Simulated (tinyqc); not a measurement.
# Free and trapped electrons in a MOS channel with a dense trap tail: free and trapped charge against gate voltage

p-type body, charge-sheet picture, full ionisation (an idealisation for deep acceptors), Boltzmann statistics for free electrons. e = Ec - EF at the surface. Acceptor-like traps of density D(E) = D0 + De exp(-E/Ew) at depth E below Ec, from 0 to Eu, hold n_t = integral of D(E)/(1 + exp((e - E)/Vt)). psi = Eg - Vt ln(Nv/Na) - e; N_dep = sqrt(2 eps0 eps_r Na (psi - Vt)/q); n_f = sqrt(N_dep^2 + 2 eps0 eps_r Vt Nc exp(-e/Vt)/q) - N_dep; Vg = Vfb + psi + q (N_dep + n_t + n_f)/Cox, Cox = eps0 eox/tox.

Free share n_f/(n_f + n_t); swing ln 10 n_f/(dn_f/dVg); field-effect mobility mf q (dn_f/dVg)/Cox, for a constant mf; oxide field q (N_dep + n_t + n_f)/(eps0 eox).

Parameters, values chosen for the exercise; band and dielectric values close to those of 4H silicon carbide: temperature T = 400 K; band gap Eg = 3.32 eV; relative permittivity eps_r = 9.88; conduction-band density of states at T Nc = 2.59e19 cm^-3; valence-band density of states at T Nv = 3.83e19 cm^-3; relative permittivity of the insulator eox = 3.9; insulator thickness tox = 56 nm; acceptor density Na = 1.8e16 cm^-3; flat-band voltage without trapped charge Vfb = -2.19 V; constant background density of acceptor-like traps D0 = 5.1e10 cm^-2 eV^-1; density of the tail at the conduction edge De = 1.3e13 cm^-2 eV^-1; decay energy of the tail Ew = 0.14 eV; depth below Ec down to which the traps reach Eu = 0.96 eV; mobility of free electrons mf = 160 cm^2/(V s).

Constants: q = 1.602176634e-19 C, kB = 1.380649e-23 J/K, Vt = kB T/q, eps0 = 8.8541878128e-14 F/cm where lengths are in cm. Results are converted to the units shown.

Free and trapped charge against gate voltage:

| Vg (V) | e (eV) | n_f (cm^-2) | n_t (cm^-2) | free share (%) | swing (mV/decade) | field-effect mobility (cm^2/(V s)) | oxide field (MV/cm) |
|---|---|---|---|---|---|---|---|
| 2.3 | 0.5408 | 1.073e6 | 6.180e10 | 0.001735 | 182.5 | 0.005624 | 0.3527 |
| 3.5 | 0.2514 | 4.473e9 | 3.682e11 | 1.200 | 639.9 | 6.691 | 0.5153 |
| 4.8 | 0.1475 | 8.514e10 | 7.341e11 | 10.39 | 1678 | 48.56 | 0.7289 |
| 6 | 0.1026 | 2.775e11 | 9.805e11 | 22.06 | 3249 | 81.76 | 0.9351 |
| 7.2 | 0.07447 | 5.439e11 | 1.161e12 | 31.89 | 5139 | 101.3 | 1.144 |
| 8.5 | 0.05241 | 8.838e11 | 1.311e12 | 40.27 | 7344 | 115.2 | 1.373 |
| 9.7 | 0.03632 | 1.230e12 | 1.418e12 | 46.47 | 9454 | 124.6 | 1.584 |
| 11 | 0.02184 | 1.633e12 | 1.508e12 | 51.99 | 1.180e4 | 132.4 | 1.814 |
| 12.2 | 0.01041 | 2.024e12 | 1.573e12 | 56.26 | 1.403e4 | 138.1 | 2.026 |

What does the comparison show?

n_f reaches 1e11 cm^-2 at Vg = 4.92 V, against 2.94 V without traps. The free share rises from 0.00174 to 56.3 % and the field-effect mobility rises from 0.00562 to 138 cm^2/(V s), although mf = 160 is constant: in the last row 86.3 % of Cox dVg goes into free electrons. The swing in the first row is 183 mV a decade (Vt ln 10 = 79.4). For Vg = 8.5, 9.7, 11, 12.2 EF lies less than 2 Vt below the band edge, or above it, where degeneracy and confinement, left out, matter.

Computed by the program tinyqc: `OMP_NUM_THREADS=1 python tinyqc.py 2222212 2222213 out.jsonl`, one thread of a shared Intel Xeon 2.30GHz, about 0.02 s for the whole run.
